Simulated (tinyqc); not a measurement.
Depth of the donor: donor near an oxide interface in a gate field (two-state model).

Interface at z = 0 (hard wall), donor at z = d, field F pulling electrons to the interface: potential e F z; 1 kV/cm = 1e-5 eV/angstrom, c = hbar^2/2m0, q = e^2/(4 pi eps0), Q = (eps - eo)/(eps + eo). Donor state: E_D = e F d - ED - q Q/(4 eps d), the last term joining the images of ion and electron. Interface state: z exp(-b z/2) exp(-rho^2/(2 L^2)) with E_z = c b^2/(4 mz) + 3 e F/b + q Q b/(8 eps), minimised over b; in the plane at z = 3/b the ion (distance D = d - 3/b) and its image (D' = d + 3/b) give E_rho = c/(mt L^2) - (q/eps)(sqrt(pi)/L)[erfcx(D/L) + Q erfcx(D'/L)], erfcx(x) = exp(x^2) erfc(x), minimised over L. E_I = E_z + E_rho.

The two states couple by t = t0 exp(-D/aD) with t0 = q/(eps aD) (2 aD/L) sqrt(aD b/2) v, v a valley factor; this form is an estimate. With detuning u = E_D - E_I the splitting is sqrt(u^2 + 4 t^2) and the lower state has weight (1 - u/sqrt(u^2 + 4 t^2))/2 on the donor.

Constants: hbar^2/2m0 = 3.80998211 eV angstrom^2; e^2/(4 pi eps0) = 14.39964547 eV angstrom.

Parameters, chosen for this exercise (near those of a donor in Si below SiO2, static dielectric constants; shifted at random, so the results belong to these values and not to a real crystal):
```
symbol  value                              unit      meaning
ED      44.8                               meV       bulk binding energy
mz      0.909                              m0        mass across the interface
mt      0.188                              m0        mass in the plane
eps     11.4                                         dielectric constant of the semiconductor
eo      3.9                                          dielectric constant of the oxide
aD      18.1                               angstrom  donor radius
v       0.43                                         valley factor
dl      (60, 80, 105, 135, 170, 215, 270)  angstrom  depths
```

Critical field, and the coupling, E_rho and L at that field.

Results:
```
d (angstrom)  critical field (kV/cm)  e F d/ED  t (meV)  E_rho (meV)  L (angstrom)
60                             141.0     1.889      3.1       -22.31            55
80                              95.1     1.699     0.97       -17.39            68
105                             67.0     1.571     0.24       -13.67            82
135                             49.2     1.481    0.045       -10.91            98
215                             28.3     1.359  0.00057        -7.14           137
270                             21.8     1.314  2.9e-05        -5.79           161
```

Give the missing row, d (angstrom) = 170.

Computed row:
```
d (angstrom)  critical field (kV/cm)  e F d/ED  t (meV)  E_rho (meV)  L (angstrom)
170                             37.3     1.415   0.0066        -8.85           116
```

The critical field falls from 141 to 22 kV/cm, with exponent -1.24 in d, while t drops by a factor 1.1e+05, about e for each 18 angstrom at the end (aD = 18.1). One lattice plane (1.36 angstrom) of misplacement changes t by 7 % and the critical field by about 1.6 % at 105 angstrom.

Program tinyqc; command `OMP_NUM_THREADS=1 python tinyqc.py 1250933 1250934 out.jsonl`; about 0.04 s on one thread of a shared Intel(R) Xeon(R) Processor @ 2.30GHz.
